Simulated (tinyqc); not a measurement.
Pull-up strength from the switching point.

Inverse problem. Transistor (EKV form, voltages against the body): I = 2 n b Vt^2 [F(vp - Vs) - F(vp - Vd)] from drain to source, F(v) = ln^2(1 + exp(v/(2 Vt))), vp = (Vg - VT + sg |Vd - Vs|)/n. n-channel bodies are at 0; for the p-channel device all voltages are counted down from Vdd. b in uA/V^2 gives I in uA. In an inverter In(Vg = Vd = VM) equals Ip at the switching point VM. Find bp and the current there.

Values chosen for this exercise: temperature T = 293 K; supply voltage Vdd = 0.5 V; slope factor n = 1.16; drain-induced barrier lowering sg = 0.082; n-channel threshold VTn = 0.26 V; p-channel threshold (magnitude) VTp = 0.29 V; gain factor of the pull-down transistor bn = 530 uA/V^2.

Constants: q = 1.602176634e-19 C, kB = 1.380649e-23 J/K, Vt = kB T/q. Results are converted to the units shown.

VM = 0.249616754 V

Answer. Ip is proportional to bp, so bp is In(VM) over the p-channel current for unit b.

bp = 1100 uA/V^2
current at VM = 0.4804 uA

Computed by the program tinyqc: `OMP_NUM_THREADS=1 python tinyqc.py 2340055 2340056 out.jsonl`, one thread of a shared Intel Xeon 2.30GHz, about 0.04 s for the whole run.
